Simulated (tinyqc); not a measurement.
Inside a calculation. Method: RHF in the sto-6g basis, for BeH2, spin multiplicity 1. One step of it, computed by the program tinyqc.

Question. Iteration 1: building the Fock matrix. J_ij = sum D_kl (ij|kl), K_ij = sum D_kl (ik|jl); F = H + J - 0.5 K; E = tr D H + tr D J / 2 - 0.25 tr D K + E_nn.

D at the start, order 1Be 1s, 1Be 2s, 1Be 2px, 1Be 2py, 1Be 2pz, 2H 1s, 3H 1s:
$$\begin{pmatrix}
2.148023 & -0.509460 & 0.000000 & 0.000000 & 0.001753 & -0.030831 & -0.030831 \\
-0.509460 & 2.024370 & 0.000000 & 0.000000 & -0.004546 & 0.134725 & 0.134725 \\
0.000000 & 0.000000 & 0.000000 & 0.000000 & 0.000000 & 0.000000 & 0.000000 \\
0.000000 & 0.000000 & 0.000000 & 0.002858 & 0.000000 & 0.036210 & -0.036210 \\
0.001753 & -0.004546 & 0.000000 & 0.000000 & 0.000031 & 0.002736 & 0.002736 \\
-0.030831 & 0.134725 & 0.000000 & 0.036210 & 0.002736 & 0.926100 & 0.008644 \\
-0.030831 & 0.134725 & 0.000000 & -0.036210 & 0.002736 & 0.008644 & 0.926100
\end{pmatrix}$$

core Hamiltonian H = T + V (hartree), order 1Be 1s, 1Be 2s, 1Be 2px, 1Be 2py, 1Be 2pz, 2H 1s, 3H 1s:
$$\begin{pmatrix}
-8.569991 & -2.017076 & 0.000000 & 0.000000 & -0.002023 & -0.259729 & -0.259729 \\
-2.017076 & -2.689482 & 0.000000 & 0.000000 & -0.018661 & -0.820590 & -0.820590 \\
0.000000 & 0.000000 & -2.195662 & 0.000000 & 0.000000 & 0.000000 & 0.000000 \\
0.000000 & 0.000000 & 0.000000 & -2.352246 & 0.000000 & -0.940924 & 0.940924 \\
-0.002023 & -0.018661 & 0.000000 & 0.000000 & -2.196815 & -0.082041 & -0.082041 \\
-0.259729 & -0.820590 & 0.000000 & -0.940924 & -0.082041 & -1.873318 & -0.034702 \\
-0.259729 & -0.820590 & 0.000000 & 0.940924 & -0.082041 & -0.034702 & -1.873318
\end{pmatrix}$$

Two-electron integrals (ij|kl) in chemists' order, unique and non-zero (hartree):
```
(11|11) 2.299996    (21|11) 0.361879    (21|21) 0.071926    (22|11) 0.570332
(22|21) 0.139654    (22|22) 0.417773    (31|31) 0.015252    (32|31) 0.022555
(32|32) 0.092340    (33|11) 0.570332    (33|21) 0.139654    (33|22) 0.417773
(33|33) 0.450117    (41|41) 0.015252    (42|41) 0.022555    (42|42) 0.092340
(43|43) 0.024258    (44|11) 0.570332    (44|21) 0.139654    (44|22) 0.417773
(44|33) 0.401601    (44|44) 0.450117    (51|51) 0.015252    (52|51) 0.022555
(52|52) 0.092340    (53|53) 0.024258    (54|54) 0.024258    (55|11) 0.570332
(55|21) 0.139654    (55|22) 0.417773    (55|33) 0.401601    (55|44) 0.401601
(55|55) 0.450117    (61|11) 0.046986    (61|21) 0.009092    (61|22) 0.017668
(61|33) 0.017522    (61|41) 0.000902    (61|42) 0.001778    (61|44) 0.017957
(61|51) 0.000077    (61|52) 0.000153    (61|54) 0.000037    (61|55) 0.017525
(61|61) 0.001216    (62|11) 0.139501    (62|21) 0.034859    (62|22) 0.116887
(62|33) 0.112198    (62|41) 0.004765    (62|42) 0.030330    (62|44) 0.126162
(62|51) 0.000409    (62|52) 0.002602    (62|54) 0.001198    (62|55) 0.112301
(62|61) 0.004915    (62|62) 0.053175    (63|31) 0.002989    (63|32) 0.014451
(63|43) 0.004952    (63|53) 0.000425    (63|63) 0.004246    (64|11) 0.158930
(64|21) 0.040140    (64|22) 0.140185    (64|33) 0.132031    (64|41) 0.007601
(64|42) 0.046964    (64|44) 0.156386    (64|51) 0.000396    (64|52) 0.002790
(64|54) 0.001665    (64|55) 0.132138    (64|61) 0.005887    (64|62) 0.071976
(64|64) 0.099676    (65|11) 0.013636    (65|21) 0.003444    (65|22) 0.012028
(65|33) 0.011328    (65|41) 0.000396    (65|42) 0.002790    (65|44) 0.012568
(65|51) 0.003023    (65|52) 0.014690    (65|54) 0.005058    (65|55) 0.012187
(65|61) 0.000505    (65|62) 0.006175    (65|64) 0.008188    (65|65) 0.004948
(66|11) 0.311316    (66|21) 0.079192    (66|22) 0.297546    (66|33) 0.277097
(66|41) 0.011471    (66|42) 0.097243    (66|44) 0.337994    (66|51) 0.000984
(66|52) 0.008343    (66|54) 0.005225    (66|55) 0.277546    (66|61) 0.011412
(66|62) 0.179795    (66|64) 0.256470    (66|65) 0.022005    (66|66) 0.774999
(71|11) 0.046986    (71|21) 0.009092    (71|22) 0.017668    (71|33) 0.017522
(71|41) -0.000902   (71|42) -0.001778   (71|44) 0.017957    (71|51) 0.000077
(71|52) 0.000153    (71|54) -0.000037   (71|55) 0.017525    (71|61) 0.001100
(71|62) 0.004057    (71|64) 0.004530    (71|65) 0.000421    (71|66) 0.009182
(71|71) 0.001216    (72|11) 0.139501    (72|21) 0.034859    (72|22) 0.116887
(72|33) 0.112198    (72|41) -0.004765   (72|42) -0.030330   (72|44) 0.126162
(72|51) 0.000409    (72|52) 0.002602    (72|54) -0.001198   (72|55) 0.112301
(72|61) 0.004057    (72|62) 0.025239    (72|64) 0.028171    (72|65) 0.002893
(72|66) 0.062091    (72|71) 0.004915    (72|72) 0.053175    (73|31) 0.002989
(73|32) 0.014451    (73|43) -0.004952   (73|53) 0.000425    (73|63) 0.001487
(73|73) 0.004246    (74|11) -0.158930   (74|21) -0.040140   (74|22) -0.140185
(74|33) -0.132031   (74|41) 0.007601    (74|42) 0.046964    (74|44) -0.156386
(74|51) -0.000396   (74|52) -0.002790   (74|54) 0.001665    (74|55) -0.132138
(74|61) -0.004530   (74|62) -0.028171   (74|64) -0.030782   (74|65) -0.003190
(74|66) -0.069267   (74|71) -0.005887   (74|72) -0.071976   (74|74) 0.099676
(75|11) 0.013636    (75|21) 0.003444    (75|22) 0.012028    (75|33) 0.011328
(75|41) -0.000396   (75|42) -0.002790   (75|44) 0.012568    (75|51) 0.003023
(75|52) 0.014690    (75|54) -0.005058   (75|55) 0.012187    (75|61) 0.000421
(75|62) 0.002893    (75|64) 0.003190    (75|65) 0.001812    (75|66) 0.007226
(75|71) 0.000505    (75|72) 0.006175    (75|74) -0.008188   (75|75) 0.004948
(76|11) 0.005742    (76|21) 0.001401    (76|22) 0.004312    (76|33) 0.004221
(76|44) 0.004483    (76|51) 0.000032    (76|52) 0.000169    (76|55) 0.004232
(76|61) 0.000179    (76|62) 0.001310    (76|64) 0.001618    (76|65) 0.000165
(76|66) 0.003633    (76|71) 0.000179    (76|72) 0.001310    (76|74) -0.001618
(76|75) 0.000165    (76|76) 0.000046    (77|11) 0.311316    (77|21) 0.079192
(77|22) 0.297546    (77|33) 0.277097    (77|41) -0.011471   (77|42) -0.097243
(77|44) 0.337994    (77|51) 0.000984    (77|52) 0.008343    (77|54) -0.005225
(77|55) 0.277546    (77|61) 0.009182    (77|62) 0.062091    (77|64) 0.069267
(77|65) 0.007226    (77|66) 0.156558    (77|71) 0.011412    (77|72) 0.179795
(77|74) -0.256470   (77|75) 0.022005    (77|76) 0.003633    (77|77) 0.774999
```

nuclear repulsion = 2.65237265 hartree

Give: Coulomb J; exchange K; Fock matrix F; total energy of this density.

Answer.

Coulomb J (hartree), order 1Be 1s, 1Be 2s, 1Be 2px, 1Be 2py, 1Be 2pz, 2H 1s, 3H 1s:
$$\begin{pmatrix}
6.397 & 1.157 & 0.000 & 0.000 & 0.002 & 0.150 & 0.150 \\
1.157 & 2.562 & 0.000 & 0.000 & 0.017 & 0.753 & 0.753 \\
0.000 & 0.000 & 2.521 & 0.000 & 0.000 & 0.000 & 0.000 \\
0.000 & 0.000 & 0.000 & 2.644 & 0.000 & 0.922 & -0.922 \\
0.002 & 0.017 & 0.000 & 0.000 & 2.521 & 0.080 & 0.080 \\
0.150 & 0.753 & 0.000 & 0.922 & 0.080 & 2.142 & 0.027 \\
0.150 & 0.753 & 0.000 & -0.922 & 0.080 & 0.027 & 2.142
\end{pmatrix}$$

exchange K (hartree), order 1Be 1s, 1Be 2s, 1Be 2px, 1Be 2py, 1Be 2pz, 2H 1s, 3H 1s:
$$\begin{pmatrix}
4.719 & 0.748 & 0.000 & 0.000 & 0.001 & 0.109 & 0.109 \\
0.748 & 1.020 & 0.000 & 0.000 & 0.014 & 0.451 & 0.451 \\
0.000 & 0.000 & 0.213 & 0.000 & 0.000 & 0.000 & 0.000 \\
0.000 & 0.000 & 0.000 & 0.429 & 0.000 & 0.331 & -0.331 \\
0.001 & 0.014 & 0.000 & 0.000 & 0.214 & 0.029 & 0.029 \\
0.109 & 0.451 & 0.000 & 0.331 & 0.029 & 0.890 & 0.069 \\
0.109 & 0.451 & 0.000 & -0.331 & 0.029 & 0.069 & 0.890
\end{pmatrix}$$

Fock matrix F (hartree), order 1Be 1s, 1Be 2s, 1Be 2px, 1Be 2py, 1Be 2pz, 2H 1s, 3H 1s:
$$\begin{pmatrix}
-4.532 & -1.233 & 0.000 & 0.000 & -0.001 & -0.165 & -0.165 \\
-1.233 & -0.637 & 0.000 & 0.000 & -0.009 & -0.293 & -0.293 \\
0.000 & 0.000 & 0.218 & 0.000 & 0.000 & 0.000 & 0.000 \\
0.000 & 0.000 & 0.000 & 0.078 & 0.000 & -0.184 & 0.184 \\
-0.001 & -0.009 & 0.000 & 0.000 & 0.217 & -0.016 & -0.016 \\
-0.165 & -0.293 & 0.000 & -0.184 & -0.016 & -0.177 & -0.042 \\
-0.165 & -0.293 & 0.000 & 0.184 & -0.016 & -0.042 & -0.177
\end{pmatrix}$$

total energy of this density = -15.38923 hartree

This density is the starting one; it is not idempotent, so its energy is not variational and may lie below the converged one.
